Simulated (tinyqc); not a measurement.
# Strain-driven roughening and islands of a mismatched epitaxial film, step by step

A worked calculation. Computed by tinyqc, a small Python program that keeps every step. Command: `OMP_NUM_THREADS=1 python tinyqc.py 3007622 3007623 out.jsonl island walk`. One thread of a shared host (Intel(R) Xeon(R) Processor @ 2.30GHz), about 0.01 s of CPU time with the checks. Intermediate numbers are printed to about 6 digits and carried at full precision; extremes and crossings named in words are read from the listed rows.

Film and substrate share isotropic elastic constants; the film is coherent and biaxially strained.

Inputs (values chosen for the exercise, modelled on In(0.5)Ga(0.5)As on GaAs):

| quantity | value | unit |
|---|---|---|
| misfit \|f\| | 0.034 | - |
| shear modulus G | 36.3 | GPa |
| Poisson ratio nu | 0.3 | - |
| surface energy gamma | 0.791 | J/m^2 |
| contact angle of the shallow shape theta_1 | 8.03 | degrees |
| contact angle of the steep shape theta_2 | 30.6 | degrees |
| facet energy of shape 1 over gamma | 1.006 | - |
| facet energy of shape 2 over gamma | 0.9964 | - |
| wetting energy gamma_s - gamma | 0.45 | J/m^2 |
| decay length of wetting delta | 0.3 | nm |
| surface mobility D_s nu_s Omega^2/(k_B T) | 7e-34 | m^6/(J s) |
| initial ripple amplitude A0 | 0.25 | nm |
| ripple wavelength over the critical one | 2.3 | - |
| island volume V | 28000 | nm^3 |

Transport: surface diffusion.

Constants: e = 1.602176634e-19 C.

## Elastic energy of the flat film

M = 2 G (1 + nu)/(1 - nu); stress = M f; energy density w = M f^2.

biaxial modulus M = 134.829 GPa

stress = 4.58417 GPa

energy density w = 155.862 MJ/m^3

## Asaro-Tiller-Grinfeld instability

A ripple A cos(k x) has the surface chemical potential per volume [gamma k^2 - 2 (1 + nu) w k] A cos(k x), so k_c = 2 (1 + nu) w/gamma. With surface diffusion the amplitude grows at the rate q = B k^2 [2 (1 + nu) w k - gamma k^2], fastest at k_m = (3/4) k_c. B is the surface mobility.

k_c = 0.512314 1/nm

critical wavelength = 12.2643 nm

fastest wavelength = 16.3524 nm

growth time 1/q at k_m = 0.248574 s

A ripple of A0 needs about 0.29 s to reach a twentieth of its wavelength.

## A ripple of given wavelength

A ripple A cos(k x) has the surface chemical potential per volume [gamma k^2 - 2 (1 + nu) w k] A cos(k x), so k_c = 2 (1 + nu) w/gamma. With surface diffusion the amplitude grows at the rate q = B k^2 [2 (1 + nu) w k - gamma k^2], fastest at k_m = (3/4) k_c. B is the surface mobility. Stress at the trough = stress x (1 + 2 k A).

k = 0.222745 1/nm

rate q = 1.77196 1/s

q over the largest rate = 0.440462

stress concentration at A0 = 1.11137

The ripple grows.

## Wetting layer

The surface energy depends on thickness as gamma + (gamma_s - gamma) exp(-h/delta). Its curvature adds W2 = (gamma_s - gamma) exp(-h/delta)/delta^2 to the restoring terms; the flat film is stable while W2 > (1 + nu)^2 w^2/gamma, which gives h_c = delta ln[(gamma_s - gamma) gamma/(delta^2 (1 + nu)^2 w^2)], or 0 if negative.

wetting-layer thickness h_c = 1.37035 nm

Layer-by-layer growth up to h_c, then roughening: the Stranski-Krastanov mode.

## Island nucleation

Shallow faceted island (Tersoff form): E = 4 Gam V^(2/3) tan^(1/3)(theta) - 6 c V tan(theta), Gam = gamma [x/sin(theta) - 1/tan(theta)], x the facet energy over gamma, c = stress^2 (1 - nu)/(2 pi G). The barrier is the maximum of E, at V_c = [4 Gam/(9 c)]^3 / tan^2(theta) (1 GPa nm = 1 J/m^2).

c = 0.0644961 GPa

Gam of shape 1 = 0.0894951 J/m^2

critical volume, shape 1 = 11.7856 nm^3

barrier, shape 1 = 2.00791 eV

Gam of shape 2 = 0.210799 J/m^2

critical volume, shape 2 = 8.76392 nm^3

barrier, shape 2 = 6.25926 eV

The shallow shape has the lower barrier. Each barrier is a third of the surface term at V_c and scales as Gam^3/c^2, that is as f^(-4).

## Which shape at the volume V

The two energies cross at V_x^(1/3) = 4 [Gam_2 t2^(1/3) - Gam_1 t1^(1/3)]/(6 c (t2 - t1)), t = tan(theta); mu = dE/dV.

E of shape 1 = -8468.21 eV

E of shape 2 = -35922.3 eV

crossing volume V_x = 26.7860 nm^3

jump of mu at V_x, shape 2 less shape 1 = -58.0882 MJ/m^3

At V the steep shape is lower. At V_x the chemical potential drops, so islands that have turned steep grow at the cost of the shallow ones. Caution: the shallow-slope form overstates the relaxation of facets steeper than about 25 degrees.

## Scaling with the misfit

A ripple A cos(k x) has the surface chemical potential per volume [gamma k^2 - 2 (1 + nu) w k] A cos(k x), so k_c = 2 (1 + nu) w/gamma. With surface diffusion the amplitude grows at the rate q = B k^2 [2 (1 + nu) w k - gamma k^2], fastest at k_m = (3/4) k_c. V_c = [4 Gam/(9 c)]^3/tan^2(theta), barrier = (4/3) Gam V_c^(2/3) tan^(1/3)(theta); the growth time is 1/q at k_m.

Misfit scaled at fixed constants:

| \|f\| (%) | fastest wavelength (nm) | growth time (s) | V_c of shape 1 (nm^3) | barrier of shape 1 (eV) |
|---|---|---|---|---|
| 0.85 | 261.639 | 1.62905e+04 | 4.82737e+04 | 5.14025e+02 |
| 1.19 | 133.489 | 1.10385e+03 | 6.41125e+03 | 1.33805e+02 |
| 1.70 | 65.410 | 6.36349e+01 | 7.54277e+02 | 3.21266e+01 |
| 2.38 | 33.372 | 4.31192e+00 | 1.00176e+02 | 8.36281e+00 |
| 3.40 | 16.352 | 2.48574e-01 | 1.17856e+01 | 2.00791e+00 |
| 4.76 | 8.343 | 1.68434e-02 | 1.56525e+00 | 5.22676e-01 |

Halving the misfit stretches the wavelength 4 times, the barrier 16 times, the volume 64 times and the time 256 times: f^(-2), f^(-4), f^(-6), f^(-8). Over these rows the time spans 6.0 decades: strongly mismatched films tend to roughen first, while dilute alloys have time to stay flat. Rows with wavelengths under 10 nm or volumes under 5 nm^3 are beyond the continuum picture.

Checks made by the program: k_m against a numerical maximum of the rate (relative difference 5e-10).
